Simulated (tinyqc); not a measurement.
# Electron continuity equation in a given potential, Scharfetter-Gummel discretisation: three discretisations compared

Steady state in one dimension: J = q mu n E + q D dn/dx with E = -dpsi/dx and D = mu Vt, dJ/dx = q (n/tau - G), fixed densities nL and nR at the ends. The potential is given, psi = U x/L - Ub exp(-((x/L - xb)/sb)^2), and is not changed by the electrons.

8 equal intervals. Fluxes J_i = (q D/h)(n_(i+1) P_i - n_i Q_i), d_i = (psi_(i+1) - psi_i)/Vt: Scharfetter-Gummel P = B(d), Q = B(-d), B(d) = d/(exp(d) - 1); central P = 1 - d/2, Q = 1 + d/2; upwind P = 1 + max(-d, 0), Q = 1 + max(d, 0). Balance at each inner node: J_i - J_(i-1) = q h (n_i/tau - G). The reference is Scharfetter-Gummel on 1600 intervals.

Inputs (values chosen for the exercise); mobility close to that of cadmium telluride at room temperature: temperature T = 300 K; electron mobility mu = 1010 cm^2/(V s); length of the region L = 2.7 um; density at x = 0 nL = 8.7e13 cm^-3; density at x = L nR = 0 cm^-3; lifetime tau = 2.4e-9 s; uniform generation rate G = 0 cm^-3 s^-1; potential difference psi(L) - psi(0) U = 0.6 V; depth of the dip in psi (a barrier for electrons) Ub = 0.22 V; position of the barrier over L xb = 0.57; width of the barrier over L sb = 0.16.

Constants: q = 1.602176634e-19 C, kB = 1.380649e-23 J/K, Vt = kB T/q. Results are converted to the units shown.

Densities (cm^-3):
```
node  Scharfetter-Gummel    central    upwind  reference
0               8.700e13   8.700e13  8.700e13   8.700e13
1               1.225e14   1.813e15  1.304e14   1.303e14
2               6.166e14  -8.842e15  2.827e14   7.816e14
3               1.477e15  -3.447e16  4.012e14   2.091e15
4               8.060e13   7.898e14  6.480e13   1.600e14
5               2.529e13   2.295e14  2.553e13   2.471e13
6               4.015e13   2.005e14  3.913e13   2.967e13
7               6.189e13   6.822e14  4.628e13   5.455e13
8                      0          0         0          0
```

What does the comparison show, and why?

Largest errors as a share of the largest reference density listed: Scharfetter-Gummel 29 %, central 1700 %, upwind 81 %. The largest |d| is 8.06. Central differences give 2 negative value(s), since P or Q changes sign once |d| exceeds 2. Upwinding stays positive but acts as if D were larger by the factor 1 + |d|/2, up to 5.03 here.

Numbers from tinyqc (`OMP_NUM_THREADS=1 python tinyqc.py 2220039 2220040 out.jsonl`; about 0.01 s on one thread of a shared Intel Xeon 2.30GHz).
